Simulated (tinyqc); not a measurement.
Worked calculation: lattice vibrations of a chain. One step of it, computed by the program tinyqc.

Task: Dynamical matrix at q = 0.5. q is in units of 2 pi/a. A spring k from atom i to atom j, n cells on, adds k to Phi_ii and Phi_jj, -k exp(2 pi i q n) to Phi_ij and the conjugate to Phi_ji (for one atom a cell: 2k (1 - cos 2 pi q n)); D_ij = Phi_ij / sqrt(m_i m_j).

A chain moving along its axis:
```
atom   mass (u)  spring to the next atom (eV/angstrom^2)
1     82.600000                                 5.900000
2     84.300000                                15.200000
```

Give: D(q).

Result:

D(q) (eV/(angstrom^2 u)):
$$\begin{pmatrix}
0.2554 & 0.1114 \\
0.1114 & 0.2503
\end{pmatrix}$$
